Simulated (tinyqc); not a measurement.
Thickness and doping from the maximum and minimum capacitance.

Inverse problem. A MOS capacitor has Cmax = Cox = eps0 eox/tox and 1/Cmin = 1/Cox + Wm/(eps0 eps_r), with Wm = sqrt(4 eps0 eps_r Vt ln(N/ni)/(q N)) and N well above ni. Find tox, Wm and N.

Inputs (values chosen for the exercise); band and dielectric values close to those of silicon:

| symbol | value | unit | meaning |
|---|---|---|---|
| T | 250 | K | temperature |
| eps_r | 11.6 |  | relative permittivity |
| eox | 3.9 |  | relative permittivity of the gate insulator (close to silicon dioxide) |

Constants: q = 1.602176634e-19 C, kB = 1.380649e-23 J/K, Vt = kB T/q, eps0 = 8.8541878128e-14 F/cm where lengths are in cm. Results are converted to the units shown.

Cmax = 0.34531332 uF/cm^2
Cmin = 0.013444960 uF/cm^2
ni = 1.0632093e8 cm^-3

Answer. Cmax gives tox and the series difference Wm. N follows by iterating N = 4 eps0 eps_r Vt ln(N/ni)/(q Wm^2); ln(N/ni)/N falls steadily for N > e ni, so there is one root in that range.

tox = 10.00 nm
Wm = 734.2 nm
N = 1.700e15 cm^-3

tinyqc, about 0.01 s, one thread, Intel Xeon 2.30GHz (shared host): `OMP_NUM_THREADS=1 python tinyqc.py 2060114 2060115 out.jsonl`
